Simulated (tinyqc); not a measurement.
Plane-wave Kohn-Sham cycle with exchange-only LDA in a layered model solid, step by step. One step of it, computed by the program tinyqc.

Problem. Iteration 2: potential. V_H(G) = 4 pi rho(G)/G^2 for G != 0 (uniform background); v_x = -(3 rho/pi)^(1/3); V = V_ext + V_H + v_x; Fourier components f(G_m) = (1/N) sum_j f(x_j) exp(-i G_m x_j).

A solid whose potential varies along x alone (atomic units):
```
parameter,value
period a,14.800000
cross-section of the cell,21.000000
electrons per cell,2
grid points,16
"plane waves -n..n, n",2
k points,3
V1 in V1 cos(2 pi x/a),-0.170000
V2 in V2 cos(4 pi x/a),-0.050000
```

density after iteration 1 (e/bohr^3): 0.01953933  0.01698921  0.01120600  0.00578965  0.00272546  0.00162514  0.00136827  0.00133602  0.00134126  0.00133602  0.00136827  0.00162514  0.00272546  0.00578965  0.01120600  0.01698921

Give: Potentials on the grid; V(G_m), m = 0, 1, 2, ....

Solution.

Potentials on the grid (hartree):
```
x,V_ext,V_H,v_x,V
0.0000,-0.2200,0.6359,-0.2652,0.1507
0.9250,-0.1924,0.5678,-0.2532,0.1223
1.8500,-0.1202,0.3893,-0.2204,0.0487
2.7750,-0.0297,0.1590,-0.1768,-0.0475
3.7000,0.0500,-0.0666,-0.1376,-0.1541
4.6250,0.1004,-0.2541,-0.1158,-0.2694
5.5500,0.1202,-0.3906,-0.1093,-0.3797
6.4750,0.1217,-0.4727,-0.1085,-0.4595
7.4000,0.1200,-0.5001,-0.1086,-0.4887
8.3250,0.1217,-0.4727,-0.1085,-0.4595
9.2500,0.1202,-0.3906,-0.1093,-0.3797
10.1750,0.1004,-0.2541,-0.1158,-0.2694
11.1000,0.0500,-0.0666,-0.1376,-0.1541
12.0250,-0.0297,0.1590,-0.1768,-0.0475
12.9500,-0.1202,0.3893,-0.2204,0.0487
13.8750,-0.1924,0.5678,-0.2532,0.1223
```

V(G_m), m = 0, 1, 2, ... (hartree): -0.1635  0.1556  -0.0037  0.0043  0.0010
